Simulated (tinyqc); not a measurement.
# Chemical-mechanical planarisation: Preston law, pattern density and step-height reduction, step by step

A worked calculation. Computed by tinyqc, a small Python program that keeps every step. Command: `OMP_NUM_THREADS=1 python tinyqc.py 3013612 3013613 out.jsonl cmp walk`. One thread of a shared host (Intel(R) Xeon(R) Processor @ 2.30GHz), about 0.02 s of CPU time with the checks. Intermediate numbers are printed to about 5 digits and carried at full precision; extremes and crossings named in words are read from the listed rows.

A row of 10 cells, repeated periodically, holds raised features that cover a share rho of each cell.

Inputs (values chosen for the exercise, close to those used for oxide polishing): Preston coefficient K = 4.4e-14 1/Pa; pressure P = 39 kPa; platen and carrier speed = 60 rpm; distance between the centres = 16 cm; initial step height h0 = 860 nm; contact height h_c = 180 nm; film above the raised areas z0 = 1500 nm; cell size = 1.9 mm; planarisation length = 4.7 mm; polish time t = 550 s.

local pattern densities, cell by cell: [0.7, 0.7, 0.1, 0.9, 0.3, 0.5, 0.9, 0.6, 0.25, 0.2]

## Blanket rate

With equal rotation speeds the relative speed is uniform, v = omega r_c; Preston rate R0 = K P v.

relative speed v = 1.0053 m/s

blanket rate R0 = 1.7251 nm/s

## Effective density

The stiff pad averages the density: rho_eff(i) = sum_j w_ij rho_j / sum_j w_ij, w = exp(-2 d^2/L^2), L the planarisation length and d the distance between cell centres, summed over all periodic images of cell j.

normalised weights (images included) for cells 0, 1, 2, ... apart: [0.32255, 0.23262, 0.08726, 0.01702, 0.00173, 0.00018]

effective densities: [0.49339, 0.51930, 0.50572, 0.51672, 0.53350, 0.57895, 0.61441, 0.54194, 0.42763, 0.41844]

Local densities span 0.1 to 0.9, effective ones 0.418 to 0.614.

## State at time t

While h > h_c only raised areas polish, at R0/rho_eff, until t_c = rho_eff (h0 - h_c)/R0. After that h = h_c exp(-(t - t_c)/tau), tau = rho_eff h_c/R0; low areas polish at R0 (1 - h/h_c) and raised areas at R0 [1 + (1 - rho_eff) h/(rho_eff h_c)]. Removed from raised areas after t_c: h0 - h_c + R0 (t - t_c) + (1 - rho_eff)(h_c - h); from low areas: R0 (t - t_c) - rho_eff (h_c - h). Film left = z0 less the removal from raised areas.

Cells:
```
cell  rho_eff  t_c (s)  step h (nm)  removed, raised (nm)  removed, low (nm)  film left on raised areas (nm)
1     0.49339   194.48       0.1803                1384.4             524.59                          115.59
2     0.51930   204.69       0.3073                1362.1             502.38                          137.93
3     0.50572   199.34       0.2340                1373.8             514.01                          126.23
4     0.51672   203.68       0.2922                1364.3             504.58                          135.71
5     0.53350   210.30       0.4027                1349.8             490.21                          150.19
6     0.57895   228.21       0.8746                1310.5             451.42                          189.45
7     0.61441   242.19       1.4791                1279.8             421.33                          220.15
8     0.54194   213.62       0.4696                1342.5             483.00                          157.47
9     0.42763   168.56       0.0349                1441.0             581.06                           58.97
10    0.41844   164.94       0.0266                1448.9             588.97                           51.06
```

range of film left across the row = 169.09 nm

largest remaining step = 1.4791 nm

thinnest film left = 51.060 nm

10 of 10 cells have reached contact. The cell with the lowest rho_eff has lost the most film from its raised areas.

## Local against global planarity over time

Times are multiples of h0/R0; the range is the largest minus the smallest removal from raised areas.

Steps and range (nm):
```
multiple   t (s)  largest step  smallest step  range across the row  mean removal from raised areas
0.10       49.85        720.03         654.47                 65.55                           169.1
0.20       99.70        580.06         448.95                131.11                           338.3
0.30      149.56        440.08         243.42                196.66                           507.4
0.45      224.33        230.13          46.18                230.41                           745.6
0.60      299.11         74.07           8.33                192.25                           917.8
0.80      398.81         15.64           0.85                174.07                          1102.5
1.00      498.52          3.30           0.09                169.76                          1276.6
1.30      648.07          0.32           0.00                168.66                          1535.1
1.70      847.48          0.01           0.00                168.54                          1879.1
```

Local steps shrink to 0.014 nm or less, but the range across the row reaches up to 230.4 nm among these rows and ends at 168.5 nm, against the limit (largest - smallest rho_eff) h0 = 168.5 nm: once flat, all cells polish alike and the difference stays. Evener density (dummy fill), a longer planarisation length or a smaller initial step reduces it. Caution: in the last rows the removal passes z0 somewhere, so they describe a thicker film than the one given.

Checks made by the program: volume removed per cell equals R0 t (relative difference below 1e-10).
